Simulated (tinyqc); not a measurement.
# Rectangular fin or nanosheet with a gate all round, subbands and threshold shift from confinement: what changes with what

Undoped body with a flat potential across it, hard walls, transport along x. One isotropic valley (g = 1, mx = my = mz = me). Non-parabolicity enters the subband edges through E (1 + al E) = gamma, so E = 2 gamma/(1 + sqrt(1 + 4 al gamma)); motion within a subband is taken as parabolic with the band-edge mass. Energies are counted from the bulk band edge.

Inputs (values chosen for the exercise); masses close to those of GaN:

| symbol | value | unit | meaning |
|---|---|---|---|
| T | 300 | K | temperature |
| me | 0.201 | m0 | mass at the band edge |
| al | 0.18 | 1/eV | non-parabolicity |
| t | 7 | nm | width (along y) |
| dl | 0 | nm | widening of the box by penetration into the insulator |
| Cg | 1.5 | uF/cm^2 | gate capacitance per area of interface |
| H | 42 | nm | height (along z) |

Constants: q = 1.602176634e-19 C, kB = 1.380649e-23 J/K, hbar = 1.054571817e-34 J s, m0 = 9.1093837015e-31 kg, Vt = kB T/q, hbar^2/(2 m0) = 0.0380998212 eV nm^2. Results are converted to the units shown.

Each table varies one quantity; the others keep the values above.

## Confinement against the width

gamma = C pi^2 [a^2/(my (t + dl)^2) + b^2/(mz (H + dl)^2)], C = hbar^2/(2 m0). Each subband has N_k = g sqrt(2 mx m0 kB T/(pi hbar^2)); without degeneracy n = exp(EF/Vt) sum N_k exp(-E_k/Vt). Classical value Nc times t H, Nc = sum over valleys of 2 g (m m0 kB T/(2 pi hbar^2))^1.5 with m = (mx my mz)^(1/3). Threshold shift dVT = Vt ln(classical value/sum N_k exp(-E_k/Vt)). With degeneracy n = sum N_k F((EF - E_k)/Vt), F(x) = (1/sqrt(pi)) int_0^infinity u^(-1/2) du/(1 + exp(u - x)); gate: Vg = EF + q n/(Cg P), P = 2 (t + H), summed over the 60 lowest subbands at most, with Vg counted from the value that would put EF at the bulk band edge of an empty body. The last two columns are for Vg = 0.6 V; sensitivity d(dVT)/dt by central differences between 0.99 and 1.01 times the value.

Confinement against the width:
```
t (nm)  E_1 (meV)  gap to the next edge (meV)  dVT (mV)  sensitivity (mV/nm)  n/P (cm^-2)  share of the lowest subband (%)
2           434.7                       2.750     394.2               -389.9     1.322e12                            17.85
2.7         246.7                       2.921     214.8               -164.3     2.682e12                            14.77
3.6         141.8                       3.026     117.8               -68.78     3.444e12                            13.43
4.7         84.47                       3.086     67.58               -29.33     3.849e12                            12.74
6.3         47.78                       3.126     38.51               -10.76     4.146e12                            11.73
8.4         27.44                       3.149     24.56               -4.023     4.427e12                            10.00
11          16.47                       3.161     17.58               -1.800     4.624e12                            8.566
15          9.359                       3.169     12.77              -0.8038     4.805e12                            7.041
20          5.732                       3.173     9.923              -0.4049     4.937e12                            5.787
```

Read the table: what changes, and by how much?

As t grows from 2 to 20 nm, E_1 falls from 435 to 5.73 meV and dVT falls from 394 to 9.92 mV. E_1 goes as t^(-1.89) at the thin end; a thickness error of 0.2 nm moves the threshold by 78 mV in the first row and 0.081 mV in the last. The charge per interface area rises from 1.32e12 to 4.94e12 cm^-2. For t = 2, 2.7 the body is too thin for bulk effective masses to be reliable. For t = 3.6, 4.7, 6.3, 8.4, 11, 15, 20 the charge in the last two columns would bend the potential across the body by some 30 mV or more, which is left out.

## Charge and subband filling against gate voltage

Same model as above.

Each subband has N_k = g sqrt(2 mx m0 kB T/(pi hbar^2)). Cq = q dn/dEF.

Results:
```
Vg (V)  EF - E_1 (eV)  n (cm^-1)  n/P (cm^-2)  share of the lowest subband (%)  Cq/(Cg P)  total C/(Cg P)
-0.11         -0.1493    2.677e4      2.732e9                            24.14    0.01127         0.01114
0.14          0.01140    8.224e6     8.392e11                            19.83      2.294          0.6965
0.27          0.04492    1.708e7     1.742e12                            16.51      3.414          0.7734
0.39          0.07005    2.578e7     2.631e12                            14.12      4.140          0.8055
0.52          0.09359    3.555e7     3.627e12                            12.11      4.933          0.8315
0.64           0.1126    4.481e7     4.573e12                            10.66      5.677          0.8502
0.77           0.1311    5.504e7     5.617e12                            9.434      6.372          0.8643
0.89           0.1469    6.461e7     6.593e12                            8.543      6.854          0.8727
```

Estimate the missing row, Vg = 0.01 V.

Computed row:
```
Vg (V)  EF - E_1 (eV)  n (cm^-1)  n/P (cm^-2)  share of the lowest subband (%)  Cq/(Cg P)  total C/(Cg P)
0.01         -0.04448    1.424e6     1.453e11                            23.30     0.5548          0.3568
```

With this row back in the table: EF passes E_1 = 0.0390 eV at Vg = 0.105 V. The share of the lowest subband falls from 24.1 to 8.54 % and the total capacitance rises from 0.0111 to 0.873 of Cg P. Between the last two rows 13 % of the added gate voltage goes into raising EF. For Vg = 0.27, 0.39, 0.52, 0.64, 0.77, 0.89 the charge would bend the potential across the body by some 30 mV or more, which is left out.

Numbers from tinyqc (`OMP_NUM_THREADS=1 python tinyqc.py 2350160 2350161 out.jsonl`; about 0.1 s on one thread of a shared Intel Xeon 2.30GHz).
